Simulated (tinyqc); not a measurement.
Worked calculation: solid solubility of a dopant against its melt (retrograde solidus), clustering and the electrically active fraction. Computed by tinyqc, a small Python program that keeps every step. Command: `OMP_NUM_THREADS=1 python tinyqc.py 3025690 3025691 out.jsonl retro walk`. One thread of a shared host (Intel(R) Xeon(R) Processor @ 2.30GHz), about 0.01 s of CPU time with the checks. Intermediate numbers are printed to about 5 digits and carried at full precision; extremes and crossings named in words are read from the listed rows.

Inputs (values chosen for the exercise, for a model dopant):
```
quantity                                       value            unit
melting point of the host T_m                   1687               K
heat of melting of the host H_f                 50.2          kJ/mol
interaction L of the melt                        9.8          kJ/mol
enthalpy of transfer from melt to solid H      0.909              eV
entropy of transfer S                          -2.21             k_B
site density N0                                5e+22          1/cm^3
temperature T                                   1450               K
total dopant density N_t                     6.2e+20          1/cm^3
atoms per cluster m                                3               -
cluster scale N* at 1273 K                   2.6e+20          1/cm^3
activation energy E_b of the cluster scale       0.3              eV
anneal temperature T_a                          1025               K
prefactor of n_i                            3.86e+16  1/(cm^3 K^1.5)
energy E_i in n_i                              0.601              eV
mobility mu                                       50      cm^2/(V s)
```

Clustering: clusters that take up free electrons.

Constants: R = 8.314462618 J/(mol K); k_B = 8.617333262e-05 eV/K; e = 1.602176634e-19 C; N_A = 6.02214076e+23 1/mol.

## Liquidus and solidus at T

x_l and x_s are atom fractions of the dopant in melt and solid; the solid is dilute. Liquidus of the host: R T ln(1 - x_l) + L x_l^2 = -H_f (1 - T/T_m). Distribution: k = x_s/x_l = exp[L (1 - x_l)^2/(R T)] exp(S/k_B - H/(k_B T)), the first factor being the activity coefficient in the melt. Solubility = x_s N0; at T_m x_l = 0.

x_l = 0.57363

distribution coefficient k = 8.8098e-05

x_s = 5.0536e-05

solubility = 2.5268e+18 1/cm^3

k at the melting point = 4.2469e-04

k has changed by a factor 0.21 from its value at T_m, while x_l has grown from 0 to 0.574.

## The retrograde maximum

The largest x_s N0 between 900 K and T_m. For an ideal melt with constant heats the maximum has x_l = H_f/(H + H_f), H in the same units.

temperature of the maximum = 1529.9 K

largest solubility = 2.8423e+18 1/cm^3

x_l there = 0.38077

ideal-melt value H_f/(H + H_f) = 0.36402

The maximum lies 157 K below T_m: above it the melt runs out of dopant, below it k falls as exp(-H/(k_B T)).

## The solidus

The formulas are those given above.

Against temperature:
```
T (K)      x_l           k  solubility (1/cm^3)  over the maximum
1000   0.97190  2.8804e-06           1.3997e+17           0.04925
1100   0.94287  7.5342e-06           3.5519e+17           0.12496
1200   0.89311  1.6883e-05           7.5392e+17           0.26525
1300   0.80988  3.3921e-05           1.3736e+18           0.48327
1400   0.67155  6.4180e-05           2.1550e+18           0.75818
1500   0.45668  1.2214e-04           2.7888e+18           0.98118
1580   0.25137  2.1005e-04           2.6400e+18           0.92880
1640   0.10454  3.1412e-04           1.6420e+18           0.57769
1675   0.02577  3.9377e-04           5.0737e+17           0.17851
```

Between the first rows the Arrhenius energy of the solubility is 0.88 eV, against H = 0.909 eV; it shrinks to zero at 1530 K and turns negative beyond. A crystal saturated at the maximum precipitates dopant-rich liquid on cooling and on heating alike. Below a eutectic or compound temperature another phase would set the limit.

## Active fraction after the anneal

A highly soluble donor (another dopant than that of the solidus) is limited by clustering. Donors N_a are active, and clusters hold m atoms each: N_t = N_a + m C, m C = N* (N_a/N*)^m (n/N*)^m, each atom taking one electron, n = N_a/2 + sqrt(N_a^2/4 + n_i^2), n_i = prefactor x T^1.5 exp(-E_i/(k_B T)), with N*(T) = N*(1273 K) exp[-(E_b/k_B)(1/T - 1/1273)]. Resistivity = 1/(e mu N_a).

N*(T_a) = 1.3416e+20 1/cm^3

active density N_a = 1.6447e+20 1/cm^3

active fraction = 0.26527

resistivity = 0.75900 milliohm cm

Doubling the dose would raise N_a by only 15 %. Caution: this clustering law is a generic form; degeneracy and a doping-dependent mobility are left out.

## Active against total

A highly soluble donor (another dopant than that of the solidus) is limited by clustering. Donors N_a are active, and clusters hold m atoms each: N_t = N_a + m C, m C = N* (N_a/N*)^m (n/N*)^m, each atom taking one electron, n = N_a/2 + sqrt(N_a^2/4 + n_i^2), n_i = prefactor x T^1.5 exp(-E_i/(k_B T)), with N*(T) = N*(1273 K) exp[-(E_b/k_B)(1/T - 1/1273)].

Active density (1/cm^3):
```
N_t (1/cm^3)  N_a at T_a  fraction  N_a at T_a + 150 K  N_a at T_a - 150 K
1.00e+19      1.0000e+19   1.00000          1.0000e+19          9.9996e+18
3.00e+19      2.9983e+19   0.99944          2.9998e+19          2.9709e+19
1.00e+20      8.8748e+19   0.88748          9.7698e+19          6.5768e+19
2.00e+20      1.2244e+20   0.61220          1.5837e+20          8.0953e+19
5.00e+20      1.5688e+20   0.31376          2.1790e+20          9.9111e+19
1.00e+21      1.8135e+20   0.18135          2.5613e+20          1.1313e+20
2.00e+21      2.0667e+20   0.10333          2.9413e+20          1.2813e+20
5.00e+21      2.4316e+20   0.04863          3.4768e+20          1.5017e+20
```

The exponent d ln N_a/d ln N_t falls from 1.00 to 0.18, towards 1/(2m) = 0.167. At the highest dose a 150 K hotter anneal gives 1.43 times the active density, and a later step 150 K cooler would cut it to 0.62 if it ran to equilibrium: short hot anneals come last.

Checks made by the program: the ideal-melt maximum (relative difference 2e-08).
